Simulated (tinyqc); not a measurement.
Finite-size error of a charged defect in a periodic cell: Madelung and Makov-Payne terms: one step, computed by the program tinyqc.

L is the cube root of the cell volume. The defect charge is a Gaussian, rho(r) = q (2 pi sigma^2)^(-3/2) exp(-r^2/2 sigma^2), repeated periodically in a uniform neutralising background and screened by a continuum. The model cell energy is E(L) = E_0 + [periodic - isolated electrostatic energy].

Question. Madelung energy. Ewald sum for a unit point charge: scale each Cartesian component of the cell by 1/sqrt(eps_i), giving R', G' and V'; E = [ (1/2) sum erfc(eta R')/R' + (2 pi/V') sum exp(-G'^2/4 eta^2)/G'^2 - eta/sqrt(pi) - pi/(2 V' eta^2) ] e^2/(4 pi eps_0) / sqrt(eps_x eps_y eps_z), over n_i = -6..6, omitting n = (0,0,0), eta = 2/V'^(1/3). alpha = -2 E eps_g L/(e^2/(4 pi eps_0)), eps_g = (eps_x eps_y eps_z)^(1/3).

Inputs (values chosen for the exercise, for a model host): charge q = 3 e; cell length L = 17.1 angstrom; dielectric constant eps = 12.4.

Supercell lattice: hexagonal. Screening: isotropic.

cell vectors (rows) (angstrom):
```
[[17.17319, 0.00000, 0.00000],
 [-8.58659, 14.87242, 0.00000],
 [0.00000, 0.00000, 19.57744]]
```

Constants: e^2/(4 pi eps_0) = 14.39964548 eV angstrom.

Give: terms for a unit charge; Madelung constant alpha; point-charge correction -q^2 E.

Answer.

terms for a unit charge (eV): real space 0.000990, reciprocal 0.006561, self -0.076628, background -0.026668

Madelung constant alpha = 2.8198

point-charge correction -q^2 E = 0.86171 eV

Cubic cells have alpha = 2.837 (sc) to 2.888 (fcc, bcc); this cell is near that range.
